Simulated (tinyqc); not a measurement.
Bond-orbital model of a tetrahedral semiconductor (Harrison's universal couplings): one step. Metallicity and a gap from the bond picture. Two cases, with inputs chosen for the exercise.

Problem. Neighbouring bonds couple through V1: averaged V1b = V1c (1 - ap)/2 + V1a (1 + ap)/2 for the bond band and V1x = V1c (1 + ap)/2 + V1a (1 - ap)/2 for the antibond band. The top of the bond band lies V1b above the bond level and the bottom of the antibond band 3 V1x below the antibond level, so the gap is 2 sqrt(V2^2 + V3^2) - V1b - 3 V1x; metallicity am = (V1b + 3 V1x)/(2 sqrt(V2^2 + V3^2)).

Hybrid level eh = (es + 3 ep)/4; metallic energy V1 = (ep - es)/4 for each atom; covalent energy V2 = 3.22 hbar^2/(m d^2); polar energy V3 = (ehc - eha)/2; hbar^2/m = 2c, c = hbar^2/2m0. Polarity ap = V3/sqrt(V2^2 + V3^2), covalency ac = V2/sqrt(V2^2 + V3^2). p-p coupling at Gamma Exx = (4/3)(2.22 - 2 x 0.63) hbar^2/(m d^2) = 1.28 hbar^2/(m d^2), s-s coupling Ess = 4 x 1.32 hbar^2/(m d^2).

Case 1.

V1 (eV): cation 1.787500, anion 1.975000

V2, V3 (eV): 6.868868  1.883750

ap = 0.264479

Case 2.

V1 (eV): cation 1.292500, anion 3.065000

V2, V3 (eV): 9.954272  3.566250

ap = 0.337272

Give: V1b, V1x; gap; am.

Solution.

Case 1.

V1b, V1x (eV): 1.9060  1.8565

gap = 6.770 eV
am = 0.525

Case 2.

V1b, V1x (eV): 2.4777  1.8798

gap = 13.030 eV
am = 0.384

The gap closes where am reaches one. The model gives trends; its gap can miss the real one by a factor of two to five, most in ratio for narrow gaps and most in eV for first-row compounds.

Computed by tinyqc, one run a case: `OMP_NUM_THREADS=1 python tinyqc.py N N+1 out.jsonl` with N = 1481984, 1482085; one thread of a shared Intel(R) Xeon(R) Processor @ 2.30GHz, about 0.01 s a run at most.
